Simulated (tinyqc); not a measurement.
RHF in the 3-21g basis, for H-, spin multiplicity 1, step by step. The basis has no diffuse functions, so it cannot describe the extra electron: this is an exercise in the method, not the real anion. One step of it, computed by the program tinyqc.

Task: Iteration 3: diagonalisation and new density. Diagonalise F' = X^T F X, C = X C', fill 1 alpha and 1 beta electrons from the bottom; D = 2 C_occ C_occ^T. Each column has its largest component positive (the first on a tie).

Fock matrix F (hartree):
```
           1H 1s      1H 2s
1H 1s   0.754850  -0.113838
1H 2s  -0.113838   0.116913
```

X:
```
           1H 1s      1H 2s
1H 1s   1.229980  -0.450512
1H 2s  -0.450512   1.229980
```

Give: F' = X^T F X; orbital energies; coefficients C; D after iteration 3.

Result:

F' = X^T F X (hartree):
```
         1        2
1   1.2919  -0.6784
2  -0.6784   0.4562
```

orbital energies (hartree): MO1 0.0773, MO2 1.6708

coefficients C:
```
          MO1      MO2
1H 1s  0.2065   1.2935
1H 2s  0.8541  -0.9931
```

D after iteration 3:
```
        1H 1s   1H 2s
1H 1s  0.0853  0.3527
1H 2s  0.3527  1.4591
```
